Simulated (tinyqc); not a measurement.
## Capacitance measurement on a leaky thin oxide: effects of series resistance and leakage: readings against frequency

The device is a capacitance C in parallel with a leakage conductance G, in series with Rs and Ls. An impedance meter reports either a parallel pair (Cp, Gp) from Y = 1/Z = Gp + i w Cp or a series pair (Cs, Rm) from Z = Rm + 1/(i w Cs); w = 2 pi f, dissipation D = Gp/(w |Cp|).

EOT = 3.9 tox/eox; CET = EOT + zc + zp; C = 3.9 eps0 A/CET; G = Jg A/Vs. Z = Rs + i w Ls + 1/(G + i w C); CET read from Cp = 3.9 eps0 A/Cp; errors under 0.001 % are printed as 0.

Inputs (values chosen for the exercise); values of the order met in thin-oxide MOS capacitors: relative permittivity of the gate insulator (close to hafnium oxide) eox = 22.3; insulator thickness tox = 3.6 nm; gate area A = 400 um^2; oxide-equivalent thickness added by the accumulation layer zc = 0.29 nm; oxide-equivalent thickness added by gate depletion zp = 0 nm; gate leakage current density, not matched to the thickness Jg = 0.06 A/cm^2; voltage for an e-fold rise of the leakage Vs = 0.16 V; series resistance Rs = 18 ohm; series inductance Ls = 190 nH.

Constants: eps0 = 8.8541878128e-14 F/cm where lengths are in cm. Results are converted to the units shown.

The same in every row: C (pF) = 15.020.

Readings against frequency:
```
f (Hz)  Cp (pF)  Cs (pF)         D  error of Cp (%)  error of Cs (%)  CET read from Cp (nm)
1000     15.019   3809.5    15.895         -5.40e-3           2.53e4                0.91965
3000     15.019   436.62    5.2982         -5.40e-3             2810                0.91965
10000    15.019   52.965    1.5895         -5.40e-3              253                0.91965
30000    15.019   19.236   0.52987         -5.39e-3             28.1                0.91965
1e5      15.019   15.400   0.15912         -5.29e-3             2.53                0.91965
3e5      15.020   15.063  0.053492         -4.41e-3            0.282                0.91964
1e6      15.021   15.026  0.017595          5.57e-3           0.0365                0.91955
3e6      15.034   15.036  0.010405           0.0935            0.104                0.91874
1e7      15.186   15.191  0.018789             1.10             1.14                0.90955
3e7      16.660   16.715  0.057303             10.9             11.3                0.82906
```

D goes from 15.9 through a minimum of 0.0104 (at f = 3e6 Hz among the rows listed) to 0.0573; without inductance its minimum lies at f = sqrt(G (1 + G Rs)/Rs)/(2 pi C) = 3.06e6 Hz. The error of Cp goes from -0.00540 to 10.9 % and that of Cs from 25300 to 11.3 %; at low frequency Cp tends to C/(1 + G Rs)^2 and Cs grows as 1 + (G/(w C))^2. One of the two readings is within 2 % of C for f = 1000, 3000, 10000, 30000, 1e5, 3e5, 1e6, 3e6, 1e7 Hz. At the highest frequencies Ls raises both readings, by about w^2 Ls C in relative terms. For f = 1000, 3000, 10000 D exceeds 1, where the accuracy of real meters degrades in proportion to sqrt(1 + D^2).

tinyqc, about 0.01 s, one thread, Intel Xeon 2.30GHz (shared host): `OMP_NUM_THREADS=1 python tinyqc.py 2022144 2022145 out.jsonl`
